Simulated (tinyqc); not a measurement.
Plane-wave Kohn-Sham cycle with exchange-only LDA in a layered model solid, step by step. One step of it, computed by the program tinyqc.

Problem. Iteration 2: levels at that k. Diagonalise the Hermitian matrix.

H (hartree):
```
           -3         -2         -1         +0         +1         +2         +3
-3   3.869770  -0.142157  -0.000172  -0.000040  -0.000001   0.000000   0.000000
-2  -0.142157   1.402369  -0.142157  -0.000172  -0.000040  -0.000001   0.000000
-1  -0.000172  -0.142157   0.031591  -0.142157  -0.000172  -0.000040  -0.000001
+0  -0.000040  -0.000172  -0.142157  -0.242565  -0.142157  -0.000172  -0.000040
+1  -0.000001  -0.000040  -0.000172  -0.142157   0.579902  -0.142157  -0.000172
+2   0.000000  -0.000001  -0.000040  -0.000172  -0.142157   2.498992  -0.142157
+3   0.000000   0.000000  -0.000001  -0.000040  -0.000172  -0.142157   5.514704
```

Give: eigenvalues.

Solution.

eigenvalues (hartree): -0.3239  0.0731  0.5944  1.4090  2.5028  3.8780  5.5214
